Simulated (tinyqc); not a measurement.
What each parameter does: polytypes by hexagonality, and a cubic inclusion as a quantum well.

Gap: E3 + (Es - E3) h/hs for h up to hs, then linear from Es to E2 at h = 1. Valence top Ev2 h and polarisation P2 h, both counted from 3C; Ec = Ev + gap.

A cubic inclusion of width L = N d in the host (h = 0.5) is a well of depth V = Ec(host) - Ec(3C). Square well with mass mismatch: k tan(k L/2) = (m_w/m_b) q, k = sqrt(m_w E/c), q = sqrt(m_b (V - E)/c), c = hbar^2/2m0, lowest root. The depth of the level, V - E, is its binding, and the transition to the valence top of the host is gap(host) - (V - E). The step in polarisation gives a field |F| = |P|/(eps eps0) in a thin inclusion, eps0 = 8.8541878e-12 F/m.

Constants: hbar^2/2m0 = 3.80998211 eV angstrom^2.

Parameters, chosen for this exercise (of the order of those of SiC; shifted at random, so the results belong to these values and not to a real crystal):
- E3 = 2.402 eV (gap of the cubic polytype)
- E2 = 3.314 eV (gap of 2H)
- Ev2 = 0.142 eV (valence top of 2H above that of 3C)
- P2 = -0.0501 C/m^2 (spontaneous polarisation of 2H)
- Es = 3.248 eV (gap at the hexagonality hs)
- hs = 0.5 (hexagonality up to which the first line holds)
- m = (0.333, 0.347) m0 (electron mass along c in the cubic layer and in the host)
- d = 2.519 angstrom (thickness of a double layer)
- eps = 9.7 (dielectric constant)
- N = 2 (double layers in the cubic inclusion)

Well depth, depth of the level, transition without the field and field.

Results for these values:

| case | V (eV) | depth (eV) | transition (eV) | \|F\| (MV/cm) |
|---|---|---|---|---|
| base | 0.9170 | 0.2912 | 2.9568 | 2.917 |

What happens to each result for P2 = -0.0651 C/m^2, all else kept?

Answer: V does not change at the printed digits; depth does not change at the printed digits; transition does not change at the printed digits; |F| rises from 2.917 to 3.790.

The same for each parameter in turn:

| case | V (eV) | depth (eV) | transition (eV) | \|F\| (MV/cm) |
|---|---|---|---|---|
| base | 0.9170 | 0.2912 | 2.9568 | 2.917 |
| N = 3 | 0.9170 | 0.4487 | 2.7993 | 2.917 |
| Ev2 = 0.172 eV | 0.9320 | 0.2990 | 2.9490 | 2.917 |
| E3 = 2.382 eV | 0.9370 | 0.3016 | 2.9464 | 2.917 |
| E2 = 3.344 eV | 0.9170 | 0.2912 | 2.9568 | 2.917 |
| P2 = -0.0651 C/m^2 | 0.9170 | 0.2912 | 2.9568 | 3.790 |
| eps = 10.7 | 0.9170 | 0.2912 | 2.9568 | 2.644 |
| m = (0.4, 0.347) m0 | 0.9170 | 0.2991 | 2.9489 | 2.917 |

tinyqc: `OMP_NUM_THREADS=1 python tinyqc.py 1850415 1850416 out.jsonl`; about 0.05 s, one thread, shared Intel(R) Xeon(R) Processor @ 2.30GHz.
